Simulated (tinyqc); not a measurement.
Inside a calculation. Method: plane-wave Kohn-Sham cycle with exchange-only LDA in a layered model solid. One step of it, computed by the program tinyqc.

Question. Iteration 1: Hamiltonian at one k. H(m,m') = (k + G_m)^2/2 delta + V(G_m - G_m'), with V(-G) = V(G).

A solid whose potential varies along x alone (atomic units):
```
parameter                      value
period a                    8.000000
cross-section of the cell  17.000000
electrons per cell                 2
grid points                       16
plane waves -n..n, n               3
k points                           1
V1 in V1 cos(2 pi x/a)     -0.140000
```

V(G_m), m = 0, 1, 2, ... (hartree): -0.241261  -0.070000  0.000000  0.000000  0.000000  0.000000  0.000000

k = 0.000000 2 pi / a

Give: H.

Answer.

H (hartree), lower triangle:
```
         -3       -2       -1       +0       +1       +2      +3
-3   2.5346
-2  -0.0700   0.9924
-1   0.0000  -0.0700   0.0672
+0   0.0000   0.0000  -0.0700  -0.2413
+1   0.0000   0.0000   0.0000  -0.0700   0.0672
+2   0.0000   0.0000   0.0000   0.0000  -0.0700   0.9924
+3   0.0000   0.0000   0.0000   0.0000   0.0000  -0.0700  2.5346
```
